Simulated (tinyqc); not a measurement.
Length of a polyene: Hueckel, PPP and singles CI along the polyenes. Computed by the program tinyqc. Hueckel uses the same beta without repulsion; CIS keeps all single excitations and so misses the low, doubly excited 2Ag state. W is the valence ionisation energy of a centre, MN the Mataga-Nishimoto formula, f the oscillator strength.

All-trans chains of carbon centres 1.40 angstrom apart:

| parameter | value |
|---|---|
| beta (eV), times 1 +/- alternation | -2.490000 |
| alternation | 0.090000 |
| W (eV) | 11.160000 |
| gamma_rr (eV) | 10.970000 |
| repulsion formula | MN |

Gaps and excitations (eV):

| centres | Hueckel gap | PPP orbital gap | bright singlet (CIS) | f | lowest triplet (CIS) |
|---|---|---|---|---|---|
| 2 | 5.4282 | 10.7366 | 8.2590 | 0.7081 | 2.5974 |
| 4 | 3.6162 | 8.3866 | 5.8849 | 1.0819 | 1.7485 |
| 6 | 2.7883 | 7.2211 | 4.8017 | 1.5016 | 1.3687 |
| 8 | 2.3207 | 6.5332 | 4.1733 | 1.8927 | 1.1647 |
| 12 | 1.8166 | 5.7745 | 3.4853 | 2.6078 | 0.9624 |

Estimate the missing row, centres = 10.

Computed row:
```
centres  Hueckel gap  PPP orbital gap  bright singlet (CIS)       f  lowest triplet (CIS)
10            2.0224           6.0852                3.7665  2.2594                1.0420
```

The Hueckel gap tends to 4 x alternation x |beta| = 0.90 eV for long chains. Exchange opens the PPP orbital gap, and the attraction of electron and hole brings the bright state 2.29 eV below it at 12 centres; the triplet lies 2.52 eV lower still.
